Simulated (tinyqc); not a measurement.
Worked calculation: MP2 on RHF in the 6-31g basis, for H2, spin multiplicity 1. Computed by tinyqc, a small Python program that keeps every step (integrals from PySCF). Settings: charge = 0, multiplicity = 1, basis = 6-31g, method = RHF, energy threshold = 1e-10, iteration cap = 83, orthogonalisation = symmetric, start = Wolfsberg-Helmholz matrix, DIIS depth = 6. Command: `OMP_NUM_THREADS=1 python tinyqc.py 24658 24659 out.jsonl` (the two numbers bound the seeds that draw the settings). One thread of a shared host (Intel(R) Xeon(R) Processor @ 2.60GHz), about 0.07 s of CPU time with the checks. The early iterations of the SCF are left out here.

## One-electron integrals

Geometry (angstrom):
```
atom,x,y,z
H,0.00000,0.00000,0.00000
H,0.00000,0.00000,0.90600
```

Basis 6-31g: exponents (1/bohr^2) and contraction coefficients of normalised primitives:
```
element,l (shell),exponent,coefficient
H,s (1),18.73114,0.03349
H,s (1),2.82539,0.23473
H,s (1),0.64012,0.81376
H,s (2),0.16128,1.00000
```

Overlap, kinetic and nuclear-attraction integrals over the contracted functions; the nuclear repulsion is the sum of Za Zb / Rab.

nuclear repulsion = 0.5840808 hartree

overlap S, lower triangle:
```
,1H 1s,1H 2s,2H 1s,2H 2s
1H 1s,1.00000
1H 2s,0.65829,1.00000
2H 1s,0.31850,0.44781,1.00000
2H 2s,0.44781,0.78949,0.65829,1.00000
```

kinetic energy T (hartree), lower triangle:
```
,1H 1s,1H 2s,2H 1s,2H 2s
1H 1s,1.39568
1H 2s,0.25974,0.24192
2H 1s,0.08398,0.13103,1.39568
2H 2s,0.13103,0.16089,0.25974,0.24192
```

nuclear attraction V (hartree), lower triangle:
```
,1H 1s,1H 2s,2H 1s,2H 2s
1H 1s,-2.23493
1H 2s,-1.11650,-1.12617
2H 1s,-0.66147,-0.78604,-2.23493
2H 2s,-0.78604,-0.93751,-1.11650,-1.12617
```

core Hamiltonian H = T + V (hartree), lower triangle:
```
,1H 1s,1H 2s,2H 1s,2H 2s
1H 1s,-0.83925
1H 2s,-0.85677,-0.88425
2H 1s,-0.57749,-0.65501,-0.83925
2H 2s,-0.65501,-0.77661,-0.85677,-0.88425
```

## Two-electron integrals

Functions are numbered as in S; the eight-fold symmetry (ij|kl) = (ji|kl) = (kl|ij) leaves the list below.

Two-electron integrals (ij|kl) in chemists' order, unique and non-zero (hartree):
```
i,j,k,l,(ij|kl)
1,1,1,1,1.07657
2,1,1,1,0.57847
2,1,2,1,0.32942
2,2,1,1,0.58740
2,2,2,1,0.36130
2,2,2,2,0.45315
3,1,1,1,0.26811
3,1,2,1,0.15489
3,1,2,2,0.17286
3,1,3,1,0.09565
3,2,1,1,0.27624
3,2,2,1,0.17037
3,2,2,2,0.21217
3,2,3,1,0.11256
3,2,3,2,0.15136
3,3,1,1,0.56593
3,3,2,1,0.35814
3,3,2,2,0.46261
3,3,3,1,0.26811
3,3,3,2,0.38489
3,3,3,3,1.07657
4,1,1,1,0.38489
4,1,2,1,0.22031
4,1,2,2,0.24359
4,1,3,1,0.11256
4,1,3,2,0.12705
4,1,3,3,0.27624
4,1,4,1,0.15136
4,2,1,1,0.43469
4,2,2,1,0.26952
4,2,2,2,0.34415
4,2,3,1,0.14512
4,2,3,2,0.18927
4,2,3,3,0.43469
4,2,4,1,0.18927
4,2,4,2,0.28244
4,3,1,1,0.35814
4,3,2,1,0.22540
4,3,2,2,0.29244
4,3,3,1,0.15489
4,3,3,2,0.22031
4,3,3,3,0.57847
4,3,4,1,0.17037
4,3,4,2,0.26952
4,3,4,3,0.32942
4,4,1,1,0.46261
4,4,2,1,0.29244
4,4,2,2,0.39083
4,4,3,1,0.17286
4,4,3,2,0.24359
4,4,3,3,0.58740
4,4,4,1,0.21217
4,4,4,2,0.34415
4,4,4,3,0.36130
4,4,4,4,0.45315
```

## Orthogonalisation

S = U s U^T; symmetric (Loewdin) form X = U s^(-1/2) U^T, so that X^T S X = 1.

eigenvalues of S: 0.13016  0.42310  0.76185  2.68489

X, lower triangle:
```
,1H 1s,1H 2s,2H 1s,2H 2s
1H 1s,1.26144
1H 2s,-0.49760,1.77112
2H 1s,-0.09108,0.04422,1.26144
2H 2s,0.04422,-0.79382,-0.49760,1.77112
```

## Starting guess

The start is the generalised Wolfsberg-Helmholz matrix (K = 1.75) built on H; D = 2 C_occ C_occ^T.

D at the start, lower triangle:
```
,1H 1s,1H 2s,2H 1s,2H 2s
1H 1s,0.11992
1H 2s,0.17470,0.25450
2H 1s,0.11992,0.17470,0.11992
2H 2s,0.17470,0.25450,0.17470,0.25450
```

## Iteration 8 (converged): orbitals

converged F (hartree), lower triangle:
```
,1H 1s,1H 2s,2H 1s,2H 2s
1H 1s,0.05135
1H 2s,-0.45519,-0.32458
2H 1s,-0.46665,-0.45270,0.05135
2H 2s,-0.45270,-0.37007,-0.45519,-0.32458
```

Diagonalise F' = X^T F X, C = X C', fill 1 alpha and 1 beta electrons from the bottom; D = 2 C_occ C_occ^T. Each column has its largest component positive (the first on a tie).

F' = X^T F X (hartree), lower triangle:
```
,1,2,3,4
1,0.60823
2,-0.57455,0.25700
3,-0.35638,-0.12236,0.60823
4,-0.12236,-0.20128,-0.57455,0.25700
```

orbital energies (hartree): MO1 -0.55000, MO2 0.19321, MO3 0.85756, MO4 1.22967

coefficients C:
```
,MO1,MO2,MO3,MO4
1H 1s,0.30091,0.15313,0.83492,-1.01882
1H 2s,0.31128,1.37092,-0.69530,1.24773
2H 1s,0.30091,-0.15313,0.83492,1.01882
2H 2s,0.31128,-1.37092,-0.69530,-1.24773
```

D after iteration 8, lower triangle:
```
,1H 1s,1H 2s,2H 1s,2H 2s
1H 1s,0.18109
1H 2s,0.18734,0.19380
2H 1s,0.18109,0.18734,0.18109
2H 2s,0.18734,0.19380,0.18734,0.19380
```

## Convergence

Stop when the energy changes by less than 1e-10 hartree and every element of the error matrix X^T (F D S - S D F) X is below 3e-06.

Course of the cycle:
```
iteration,E (hartree),change,largest element of the error matrix
1,-1.1002502,-,7.92e-02
2,-1.1105389,-1.03e-02,1.19e-02
3,-1.1107767,-2.38e-04,2.03e-05
4,-1.1107767,-5.72e-10,8.43e-06
5,-1.1107767,-7.16e-11,5.32e-06
6,-1.1107767,-2.21e-11,3.89e-06
7,-1.1107767,-9.59e-12,3.06e-06
8,-1.1107767,-1.57e-11,2.36e-09
```

PySCF RHF in the same basis = -1.1107767 hartree

Converged in 8 iterations.

## Populations, bond orders and dipole

Mulliken: Z minus the diagonal of D S on the atom; Loewdin: the same with S^(1/2) D S^(1/2); Mayer order: 2 sum_s sum (D(s) S)_ij (D(s) S)_ji over the two atoms.

Charges (e):
```
atom,Mulliken,Loewdin
1H,0,0
2H,0,0
```

Mayer bond orders:
```
pair,order
2-1,1.00000
```

dipole moment about the origin, x y z (debye): 0.00000  0.00000  0.00000

## Integrals over molecular orbitals

(pq|rs) = sum C_ip C_jq C_kr C_ls (ij|kl), one index at a time.

one-electron integrals over orbitals h = C^T H C (hartree), lower triangle:
```
,1,2,3,4
1,-1.14486
2,0.00000,-0.58629
3,-0.14616,0.00000,-0.07061
4,0.00000,0.19994,0.00000,0.14734
```

Two-electron integrals over orbitals (pq|rs), unique and non-zero (hartree):
```
p,q,r,s,(pq|rs)
1,1,1,1,0.59486
2,1,2,1,0.09758
2,2,1,1,0.43854
2,2,2,2,0.39500
3,1,1,1,0.14616
3,1,2,2,0.06166
3,1,3,1,0.10001
3,2,2,1,-0.00253
3,2,3,2,0.03475
3,3,1,1,0.51409
3,3,2,2,0.39364
3,3,3,1,0.11931
3,3,3,3,0.46871
4,1,2,1,-0.08109
4,1,3,2,-0.03926
4,1,4,1,0.12028
4,2,1,1,-0.14052
4,2,2,2,-0.06576
4,2,3,1,-0.07919
4,2,3,3,-0.11137
4,2,4,2,0.07755
4,3,2,1,-0.10641
4,3,3,2,-0.02248
4,3,4,1,0.12591
4,3,4,3,0.15654
4,4,1,1,0.60131
4,4,2,2,0.44691
4,4,3,1,0.18218
4,4,3,3,0.53923
4,4,4,2,-0.16601
4,4,4,4,0.66894
```

## Second-order Moller-Plesset energy

Hartree-Fock energy = -1.1107767 hartree

E2 = sum_ijab (ia|jb) [2 (ia|jb) - (ib|ja)] / (e_i + e_j - e_a - e_b) over occupied i, j and virtual a, b; the opposite-spin part is (ia|jb)^2 / denominator, the rest is same-spin, and SCS-MP2 scales them by 6/5 and 1/3.

Terms:
```
i,j,a,b,(ia|jb),(ib|ja),denominator,term
1,1,2,2,0.09758,0.09758,-1.48641,-0.00641
1,1,4,4,0.12028,0.12028,-3.55934,-0.00406
1,1,3,3,0.10001,0.10001,-2.81512,-0.00355
1,1,4,2,-0.08109,-0.08109,-2.52288,-0.00261
1,1,2,4,-0.08109,-0.08109,-2.52288,-0.00261
```

Pair energies (hartree; pair i-j sums ij and ji):
```
pair,opposite spin,same spin
1-1,-0.01924,0
```

MP2 correlation energy = -0.0192368 hartree

SCS-MP2 correlation energy = -0.0230841 hartree

MP2 total energy = -1.1300135 hartree
